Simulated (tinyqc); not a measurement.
Inside a calculation. Model: read current of a NAND string, cells in series solved by shooting.

Program tinyqc, `OMP_NUM_THREADS=1 python tinyqc.py 2142011 2142012 out.jsonl`; Intel Xeon 2.30GHz, shared host, one thread, about 0.5 s. Printed values are rounded.

Cells in series, numbered from 0 at the source line (0 V) to the bit line, each followed by a gap resistance Rg. A cell with gate Vg, threshold VT, source Vs and drain Vd passes I = 2 nf K Vt^2 [F(Vs) - F(Vd)]/(1 + th max(Vg - VT, 0)), F(V) = ln^2(1 + exp((Vg - VT - nf V)/(2 nf Vt))). The selected cell has Vg = Vr, the others Vg = Vp.

Inputs (values chosen for the exercise); values of the order met in vertical NAND strings: temperature T = 300 K; gain factor of a cell K = 22 uA/V^2; slope factor nf = 2.3; mobility reduction factor th = 0.07 1/V; resistance of the gap between cells Rg = 28 kohm; bit-line voltage Vbl = 0.4 V; pass voltage Vp = 6.3 V; read voltage on the selected word line Vr = 3.16 V.

Constants: q = 1.602176634e-19 C, kB = 1.380649e-23 J/K, Vt = kB T/q. Results are converted to the units shown.

## Step 1: node voltages for a trial current

first trial current = 1.5 uA
thresholds from the source end, cell 0 to 3 (V): -1.9  2  3.1  -1.9

For a trial current I start at 0 V and, cell by cell (the selected one is cell 1), solve for the drain: sqrt(F(Vd)) = sqrt(F(Vs) - I/k), k = 2 nf K Vt^2/(1 + th max(Vg - VT, 0)), Vd = [Vg - VT - 2 nf Vt ln(exp(sqrt F) - 1)]/nf, then add I Rg.

node voltage after each cell and gap, trial 1, cell 0 to 3 (V): 0.0551117  0.175283  0.247497  0.303591

## Step 2: node voltages for a trial current

second trial current = 1.7 uA

As before.

node voltage after each cell and gap, trial 2, cell 0 to 3 (V): 0.0624636  0.201835  0.284524  0.348283

## Course of the secant iteration

Secant steps on the end voltage less Vbl, from the two trials; a trial above the saturation current of a cell has no solution and is moved halfway to the previous trial. Stop below 1e-9 V.

Course of the iteration:
```
iteration   I (uA)  end voltage - Vbl (V)  halvings
1          1.93144                1.93e-3         0
2          1.92310               -4.10e-5         0
3          1.92327               -3.35e-8         0
4          1.92327               5.80e-13         0
```

Converged in 4 iterations to I = 1.9233 uA. The selected cell takes 27.1 % of the bit-line voltage and the gaps together 53.9 %.
